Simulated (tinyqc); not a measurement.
CISD on RHF in the 6-31g basis, for H2, spin multiplicity 1, step by step. One step of it, computed by the program tinyqc.

Question. CISD: roots. Diagonalise (each vector has its largest component positive (the first on a tie)); all determinants have Ms = 0, so triplets appear too. The lowest singlet root is the correlation energy.

Occupation strings over the orbitals (2 doubly, a alpha, b beta, 0 empty; spin orbitals ordered 1a 1b 2a 2b ...): 2000 ab00 a0b0 a00b ba00 b0a0 b00a 0200 0ab0 0a0b 0ba0 0020 00ab 0b0a 00ba 0002

H - E(HF) between determinants (hartree), order 2000, ab00, a0b0, a00b, ba00, b0a0, b00a, 0200, 0ab0, 0a0b, 0ba0, 0020, 00ab, 0b0a, 00ba, 0002:
```
[[0.000000, 0.000000, 0.000000, 0.000000, 0.000000, 0.000000, 0.000000, 0.074540, 0.000000, -0.078086, 0.000000, 0.111816, 0.000000, 0.078086, 0.000000, 0.142959],
 [0.000000, 0.505809, 0.000000, 0.065260, -0.074540, 0.000000, 0.078086, 0.000000, -0.023369, 0.000000, 0.127407, 0.000000, -0.070673, 0.000000, 0.016117, 0.000000],
 [0.000000, 0.000000, 0.937066, 0.000000, 0.000000, -0.111816, 0.000000, -0.023369, 0.000000, -0.075911, 0.000000, -0.054414, 0.000000, 0.016117, 0.000000, 0.121026],
 [0.000000, 0.065260, 0.000000, 1.545559, 0.078086, 0.000000, -0.142959, 0.000000, -0.075911, 0.000000, 0.070673, 0.000000, 0.033339, 0.000000, -0.121026, 0.000000],
 [0.000000, -0.074540, 0.000000, 0.078086, 0.505809, 0.000000, 0.065260, 0.000000, 0.127407, 0.000000, -0.023369, 0.000000, 0.016117, 0.000000, -0.070673, 0.000000],
 [0.000000, 0.000000, -0.111816, 0.000000, 0.000000, 0.937066, 0.000000, 0.023369, 0.000000, 0.016117, 0.000000, 0.054414, 0.000000, -0.075911, 0.000000, -0.121026],
 [0.000000, 0.078086, 0.000000, -0.142959, 0.065260, 0.000000, 1.545559, 0.000000, 0.070673, 0.000000, -0.075911, 0.000000, -0.121026, 0.000000, 0.033339, 0.000000],
 [0.074540, 0.000000, -0.023369, 0.000000, 0.000000, 0.023369, 0.000000, 1.200657, 0.000000, 0.157137, 0.000000, 0.037481, 0.000000, -0.157137, 0.000000, 0.063958],
 [0.000000, -0.023369, 0.000000, -0.075911, 0.127407, 0.000000, 0.070673, 0.000000, 1.521301, 0.000000, -0.037481, 0.000000, 0.002113, 0.000000, -0.114653, 0.000000],
 [-0.078086, 0.000000, -0.075911, 0.000000, 0.000000, 0.016117, 0.000000, 0.157137, 0.000000, 2.045347, 0.000000, 0.002113, 0.000000, -0.063958, 0.000000, 0.041611],
 [0.000000, 0.127407, 0.000000, 0.070673, -0.023369, 0.000000, -0.075911, 0.000000, -0.037481, 0.000000, 1.521301, 0.000000, -0.114653, 0.000000, 0.002113, 0.000000],
 [0.111816, 0.000000, -0.054414, 0.000000, 0.000000, 0.054414, 0.000000, 0.037481, 0.000000, 0.002113, 0.000000, 1.931004, 0.000000, -0.002113, 0.000000, 0.118185],
 [0.000000, -0.070673, 0.000000, 0.033339, 0.016117, 0.000000, -0.121026, 0.000000, 0.002113, 0.000000, -0.114653, 0.000000, 2.486470, 0.000000, -0.118185, 0.000000],
 [0.078086, 0.000000, 0.016117, 0.000000, 0.000000, -0.075911, 0.000000, -0.157137, 0.000000, -0.063958, 0.000000, -0.002113, 0.000000, 2.045347, 0.000000, -0.041611],
 [0.000000, 0.016117, 0.000000, -0.121026, -0.070673, 0.000000, 0.033339, 0.000000, -0.114653, 0.000000, 0.002113, 0.000000, -0.118185, 0.000000, 2.486470, 0.000000],
 [0.142959, 0.000000, 0.121026, 0.000000, 0.000000, -0.121026, 0.000000, 0.063958, 0.000000, 0.041611, 0.000000, 0.118185, 0.000000, -0.041611, 0.000000, 3.156266]]
```

Give: lowest roots of this matrix, relative to E(HF); lowest vectors; <S^2> of these roots; weight of the ground state by excitation level 0, 1, 2, ....

Answer.

lowest roots of this matrix, relative to E(HF) (hartree): [-0.0238, 0.4001, 0.5546, 0.8222, 1.0167, 1.1545, 1.4139, 1.4497]

lowest vectors, order 2000, ab00, a0b0, a00b, ba00, b0a0, b00a, 0200, 0ab0, 0a0b, 0ba0, 0020, 00ab, 0b0a, 00ba, 0002:
```
[[0.9936, 0.0000, 0.0000, 0.0000],
 [0.0000, 0.6969, 0.6987, 0.0000],
 [0.0043, 0.0000, 0.0000, 0.7062],
 [0.0000, -0.0990, 0.0185, 0.0000],
 [0.0000, 0.6969, -0.6987, 0.0000],
 [-0.0043, 0.0000, 0.0000, 0.7062],
 [0.0000, -0.0990, -0.0185, 0.0000],
 [-0.0674, 0.0000, 0.0000, 0.0000],
 [0.0000, -0.0662, 0.1050, 0.0000],
 [0.0424, 0.0000, 0.0000, 0.0364],
 [0.0000, -0.0662, -0.1050, 0.0000],
 [-0.0528, 0.0000, 0.0000, 0.0000],
 [0.0000, 0.0111, 0.0222, 0.0000],
 [-0.0424, 0.0000, 0.0000, 0.0364],
 [0.0000, 0.0111, -0.0222, 0.0000],
 [-0.0428, 0.0000, 0.0000, 0.0000]]
```

<S^2> of these roots: [0.0000, 2.0000, 0.0000, 2.0000, 0.0000, 0.0000, 2.0000, 0.0000]

weight of the ground state by excitation level 0, 1, 2, ...: [0.9872, 0.0000, 0.0128]
